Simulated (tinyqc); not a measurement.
Sp3 tight binding, zinc-blende lattice, step by step. Computed by tinyqc, a small Python program that keeps every step. Command: `OMP_NUM_THREADS=1 python tinyqc.py 24013 24014 out.jsonl` (the two numbers bound the seeds that draw the settings). One thread of a shared host (Intel(R) Xeon(R) Processor @ 2.60GHz), about 0.01 s of CPU time with the checks.

## Bloch Hamiltonian at k

Parameters chosen for this model: zinc-blende lattice, anion at 0, cation at a/4 (1,1,1); V = eta hbar^2 / (m d^2), hbar^2/m = 7.619964 eV angstrom^2:
```
parameter          value      unit
a               6.010000  angstrom
d               2.602406  angstrom
Es anion      -14.420000        eV
Ep anion       -7.910000        eV
Es cation     -14.420000        eV
Ep cation      -7.910000        eV
eta ss         -1.390000
eta sp          1.390000
eta pp sigma    3.220000
eta pp pi      -0.830000
V ss           -1.563931        eV
V sp            1.563931        eV
V pp sigma      3.622919        eV
V pp pi        -0.933858        eV
```

k point k (2 pi / a): 0.320000  0.290000  -0.530000

Slater-Koster rules over the four bonds with direction cosines (l, m, n): ss V_ss; s-px l V_sp; px-s -l V_sp; px-px l^2 V_pps + (1 - l^2) V_ppp; px-py l m (V_pps - V_ppp); each times exp(i k.d).

H(k) at k (eV):
```
                      a s                 a px                 a py                a pz
a s            -14.420000             0.000000             0.000000            0.000000
a px             0.000000            -7.910000             0.000000            0.000000
a py             0.000000             0.000000            -7.910000            0.000000
a pz             0.000000             0.000000             0.000000           -7.910000
c s   -3.313191+0.980642i  -1.029866+1.051610i  -1.155704+0.937106i  0.515178-2.102218i
c px   1.029866-1.051610i   1.239467-0.366859i  -0.866637+3.536368i  1.944135-1.576407i
c py   1.155704-0.937106i  -0.866637+3.536368i   1.239467-0.366859i  1.732449-1.769026i
c pz  -0.515178+2.102218i   1.944135-1.576407i   1.732449-1.769026i  1.239467-0.366859i

                      c s                 c px                 c py                 c pz
a s   -3.313191-0.980642i   1.029866+1.051610i   1.155704+0.937106i  -0.515178-2.102218i
a px  -1.029866-1.051610i   1.239467+0.366859i  -0.866637-3.536368i   1.944135+1.576407i
a py  -1.155704-0.937106i  -0.866637-3.536368i   1.239467+0.366859i   1.732449+1.769026i
a pz   0.515178+2.102218i   1.944135+1.576407i   1.732449+1.769026i   1.239467+0.366859i
c s            -14.420000             0.000000             0.000000             0.000000
c px             0.000000            -7.910000             0.000000             0.000000
c py             0.000000             0.000000            -7.910000             0.000000
c pz             0.000000             0.000000             0.000000            -7.910000
```

## Levels at k

Diagonalise the Hermitian matrix.

eigenvalues (eV): -18.551276  -14.562784  -12.368802  -12.179324  -8.298616  -4.434141  -3.473791  -2.431266

weights |c|^2 of the basis functions:
```
        band 1    band 2    band 3    band 4    band 5    band 6    band 7    band 8
a s   0.473292  0.185864  0.007153  0.048861  0.261273  0.011970  0.000093  0.011492
a px  0.005451  0.114136  0.179326  0.161720  0.046536  0.047904  0.267360  0.177568
a py  0.004627  0.117529  0.294252  0.032583  0.061358  0.067357  0.231796  0.190497
a pz  0.016630  0.082470  0.019269  0.256835  0.130833  0.372768  0.000751  0.120443
c s   0.473292  0.185864  0.007153  0.048861  0.261273  0.011970  0.000093  0.011492
c px  0.005451  0.114136  0.179326  0.161720  0.046536  0.047904  0.267360  0.177568
c py  0.004627  0.117529  0.294252  0.032583  0.061358  0.067357  0.231796  0.190497
c pz  0.016630  0.082470  0.019269  0.256835  0.130833  0.372768  0.000751  0.120443
```

## Bloch Hamiltonian at X

k point X (2 pi / a): 1  0  0

As before.

H(k) at X (eV):
```
                     a s                a px                a py                a pz
a s           -14.420000            0.000000            0.000000            0.000000
a px            0.000000           -7.910000            0.000000            0.000000
a py            0.000000            0.000000           -7.910000            0.000000
a pz            0.000000            0.000000            0.000000           -7.910000
c s             0.000000  0.000000+3.611743i            0.000000            0.000000
c px  0.000000-3.611743i            0.000000            0.000000            0.000000
c py            0.000000            0.000000            0.000000  0.000000-6.075702i
c pz            0.000000            0.000000  0.000000-6.075702i            0.000000

                     c s                c px                c py                c pz
a s             0.000000  0.000000+3.611743i            0.000000            0.000000
a px  0.000000-3.611743i            0.000000            0.000000            0.000000
a py            0.000000            0.000000            0.000000  0.000000+6.075702i
a pz            0.000000            0.000000  0.000000+6.075702i            0.000000
c s           -14.420000            0.000000            0.000000            0.000000
c px            0.000000           -7.910000            0.000000            0.000000
c py            0.000000            0.000000           -7.910000            0.000000
c pz            0.000000            0.000000            0.000000           -7.910000
```

## Levels at X

As before.

eigenvalues (eV): -16.027069  -16.027069  -13.985702  -13.985702  -6.302931  -6.302931  -1.834298  -1.834298

## Bands along a path

The same steps at evenly spaced points between the labelled ones.

Bands along the path (eV):
```
k             band 1      band 2      band 3      band 4     band 5     band 6     band 7     band 8
L         -18.192039  -15.273127  -12.117986  -12.117986  -8.834579  -3.702014  -3.702014  -2.360256
L-G 0.33  -19.084001  -14.047617  -11.737477  -11.737477  -8.543645  -4.082523  -4.082523  -2.984737
L-G 0.67  -20.226313  -11.815159  -10.831376  -10.831376  -8.086570  -4.988624  -4.988624  -4.531958
G         -20.675723  -10.250270  -10.250270  -10.250270  -8.164277  -5.569730  -5.569730  -5.569730
G-X 0.33  -20.067530  -11.561875  -11.561875  -11.334881  -7.604238  -5.653352  -4.258125  -4.258125
G-X 0.67  -18.387797  -13.503780  -13.300253  -13.300253  -6.868494  -5.899929  -2.519747  -2.519747
X         -16.027069  -16.027069  -13.985702  -13.985702  -6.302931  -6.302931  -1.834298  -1.834298
X-W 0.33  -16.027069  -16.027069  -13.985702  -13.985702  -6.302931  -6.302931  -1.834298  -1.834298
X-W 0.67  -16.027069  -16.027069  -13.985702  -13.985702  -6.302931  -6.302931  -1.834298  -1.834298
W         -16.027069  -16.027069  -13.985702  -13.985702  -6.302931  -6.302931  -1.834298  -1.834298
```

With 4 band(s) filled, the highest filled level on these points lies at G and the lowest empty one at L: a gap of 1.4157 eV, indirect.
